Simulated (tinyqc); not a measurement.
The first four gaps: longitudinal sound in a periodic multilayer: transfer matrices, stop bands and folded phonons. Computed by tinyqc, a small Python program. Command: `OMP_NUM_THREADS=1 python tinyqc.py 3019190 3019191 out.jsonl multilayer walk`. One thread of a shared host (Intel(R) Xeon(R) Processor @ 2.30GHz), about 0.01 s of CPU time with the checks.

Layers 1 and 2 repeat with period d = d_1 + d_2; waves travel normal to the layers, without loss. State vector (u, s): displacement u and stress divided by omega. Impedances Z = rho v are in 1e6 kg/(m^2 s).

Inputs (values chosen for the exercise, modelled on silica (layer 1), platinum (layer 2) and silicon (substrate)):

| quantity | value | unit |
|---|---|---|
| density rho_1 | 2.23 | g/cm^3 |
| velocity v_1 | 6000 | m/s |
| thickness d_1 | 4.1 | nm |
| density rho_2 | 21.7 | g/cm^3 |
| velocity v_2 | 4150 | m/s |
| thickness d_2 | 2.8 | nm |
| substrate density | 2.29 | g/cm^3 |
| substrate velocity | 8290 | m/s |

Method:
- Z = rho v; interface reflection r = (Z_2 - Z_1)/(Z_2 + Z_1) (stress amplitude, from 1 into 2); Bragg frequency f_B = 1/[2 (d_1/v_1 + d_2/v_2)]; long-wave velocity v_eff = d/sqrt[(d_1/v_1)^2 + (d_2/v_2)^2 + (Z_1/Z_2 + Z_2/Z_1)(d_1/v_1)(d_2/v_2)].
- A layer maps (u, s) by [[cos p, sin p/Z], [-Z sin p, cos p]], p = 2 pi f d_i/v_i; one period is M = M_2 M_1, and cos(q d) = trace(M)/2.
- Gap m contains m f_B; its edges, where trace(M)/2 = (-1)^m, are found by root search. Weak-contrast estimate of the width: (4 f_B/pi) |r sin(m pi a)|, a = (d_1/v_1)/(d_1/v_1 + d_2/v_2).

Bragg frequency f_B = 368.180 GHz

Z_1 = 13.38

Z_2 = 90.055

interface reflection r = 0.741287

Stop bands (GHz):

| m | lower edge | upper edge | width | weak-contrast estimate |
|---|---|---|---|---|
| 1 | 172.5 | 563.9 | 391.39 | 347.48 |
| 2 | 732.9 | 739.8 | 6.94 | 6.94 |
| 3 | 908.9 | 1300.1 | 391.19 | 347.35 |
| 4 | 1465.8 | 1479.7 | 13.88 | 13.88 |

With a = 0.503, gap 1 is the widest and gap 2 the narrowest: the layers are near a quarter wave each at f_B, so the even gaps almost close. The weak-contrast estimate misses the first width by -11.2 % at |r| = 0.74. Odd gaps open at the edge of the folded zone (q = pi/d), even ones at its centre. Caution: at these frequencies damping, strong in glasses, and rough interfaces, both left out here, can weaken the stop bands; layers only a few atoms thick are also beyond continuum acoustics.
